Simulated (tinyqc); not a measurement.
# Thermal resistances of a two-die stack

Inverse problem. Heat leaves through the lower die only, and the system is linear. Find the resistance R1 from the lower die to the coolant, R2 between the dies, and the rise of the upper die when both are powered.

Inputs (values chosen for the exercise):
```
symbol  value  unit                 meaning
P1         60     W  power of the lower die
P2        9.9     W  power of the upper die
```

rises of the lower and upper die with only the lower one powered (K): [34.8, 34.8]
rises of the lower and upper die with only the upper one powered (K): [5.742, 10.098000]

Answer. With only the lower die powered no heat crosses R2, so both dies rise by P1 R1; the difference in the second test is P2 R2; rises add.

R1 = 0.580 K/W
R2 = 0.440 K/W
rise of the upper die = 44.9 K

Computed by the program tinyqc: `OMP_NUM_THREADS=1 python tinyqc.py 2162119 2162120 out.jsonl`, one thread of a shared Intel Xeon 2.30GHz, about 0.03 s for the whole run.
